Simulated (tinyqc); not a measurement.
Inside a calculation. Method: plane-wave Kohn-Sham cycle with exchange-only LDA in a layered model solid. One step of it, computed by the program tinyqc.

Task: Iteration 2: Hamiltonian at one k. H(m,m') = (k + G_m)^2/2 delta + V(G_m - G_m'), with V(-G) = V(G).

A solid whose potential varies along x alone (atomic units):
```
parameter                      value
period a                   11.100000
cross-section of the cell  21.000000
electrons per cell                 2
grid points                       16
plane waves -n..n, n               2
k points                           4
V1 in V1 cos(2 pi x/a)     -0.500000
V2 in V2 cos(4 pi x/a)     -0.220000
```

V(G_m), m = 0, 1, 2, ... (hartree): [-0.192604, -0.135859, -0.102728, 0.000517, 0.000871]

k = 0.125000 2 pi / a

Give: H.

Result:

H (hartree), order -2, -1, +0, +1, +2:
```
[[0.371, -0.136, -0.103, 0.001, 0.001],
 [-0.136, -0.070, -0.136, -0.103, 0.001],
 [-0.103, -0.136, -0.190, -0.136, -0.103],
 [0.001, -0.103, -0.136, 0.010, -0.136],
 [0.001, 0.001, -0.103, -0.136, 0.531]]
```
